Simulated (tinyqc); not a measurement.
From results to parameters: two-site tight-binding chain. Computed by the program tinyqc.

Problem. A two-site chain has site energies +delta (A) and -delta (B) and hoppings t1 > t2 > 0, so E = +/- sqrt(delta^2 + |t1 + t2 exp(-ika)|^2). Find delta, t1 and t2.

upper band at k = 0 = 2.950966 eV
upper band at the zone edge = 1.213342 eV
weight of the upper band on site A at the zone edge = 0.701922

Solution. The weight on A is (1 + delta/E)/2, which gives delta; then t1 + t2 = sqrt(E(0)^2 - delta^2) and t1 - t2 = sqrt(E(edge)^2 - delta^2).

delta, t1, t2 (eV): 0.490  2.010  0.900
